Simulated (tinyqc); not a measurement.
# Threshold-voltage variability of a planar MOSFET, analytic estimates: scaling length and width together

Three independent sources add in quadrature: random dopants in the depleted layer, metal-gate grains of two orientations, and roughness of the two gate edges acting through the roll-off VT = VT(long) - Vr exp(-L/l). These are first-order estimates: no three-dimensional electrostatics, no percolation.

ni = sqrt(Nc Nv) exp(-Eg/(2 Vt)), Eg in volts; Cox = 3.9 eps0/ti; Wd = sqrt(4 eps0 eps_r Vt ln(Na/ni)/(q Na)); dopants: s1 = (q/Cox) sqrt(Na Wd/(3 L W)). Grains: Ng = L W/G^2 (at least 1), s2 = dW sqrt(p (1 - p)/Ng). Edges, with exponential correlation and u = W/La: the mean gate length has sL^2 = 2 De^2 (2/u)[1 - (1 - exp(-u))/u]; s3 = sL (Vr/l) exp(-L/l). s = sqrt(s1^2 + s2^2 + s3^2). l and Vr are held fixed. W = 1.05 L in every row; l is held fixed.

Parameters, values chosen for the exercise; material values close to those of silicon:

| symbol | value | unit | meaning |
|---|---|---|---|
| T | 350 | K | temperature |
| Eg | 1.13 | eV | band gap |
| eps_r | 11.5 |  | relative permittivity of the semiconductor |
| Nc | 3.54e19 | cm^-3 | conduction-band density of states at T |
| Nv | 3.3e19 | cm^-3 | valence-band density of states at T |
| Na | 1e18 | cm^-3 | channel doping |
| ti | 1.4 | nm | oxide-equivalent thickness in inversion |
| G | 4 | nm | metal grain size |
| dW | 0.1 | eV | work-function difference of the two grain orientations |
| p | 0.5 |  | share of the orientation of higher work function |
| De | 1.2 | nm | rms roughness of one gate edge |
| La | 10 | nm | correlation length of the roughness |
| l | 4.7 | nm | decay length of the threshold roll-off |
| Vr | 2.3 | V | prefactor of the roll-off |

Constants: q = 1.602176634e-19 C, kB = 1.380649e-23 J/K, Vt = kB T/q, eps0 = 8.8541878128e-14 F/cm where lengths are in cm. Results are converted to the units shown.

Scaling length and width together:
```
L (nm)	s1 (mV)	s2 (mV)	s3 (mV)	s (mV)	s sqrt(L W) (mV um)
13	52.02	15.01	42.64	68.92	0.9180
16	42.26	12.20	21.62	49.02	0.8037
20	33.81	9.759	8.774	36.27	0.7433
24	28.18	8.133	3.572	29.54	0.7266
29	23.32	6.730	1.167	24.30	0.7221
36	18.78	5.422	0.2453	19.55	0.7213
44	15.37	4.436	0.04163	16.00	0.7212
```

As L goes from 13 to 44 nm, s falls from 68.9 to 16.0 mV. The dopants are the largest source in the first and the last row. The product s sqrt(L W) falls from 0.918 to 0.721 mV um: s1 and s2 go as 1/sqrt(L W), so the change comes from s3 alone. For L = 13 to 16 nm the depleted region holds under ten dopants, so their spread is not Gaussian. For L = 13 to 29 nm the depletion depth exceeds L, so source and drain share much of the charge and s1 is rough.

Computed by the program tinyqc: `OMP_NUM_THREADS=1 python tinyqc.py 2090134 2090135 out.jsonl`, one thread of a shared Intel Xeon 2.30GHz, about 0.01 s for the whole run.
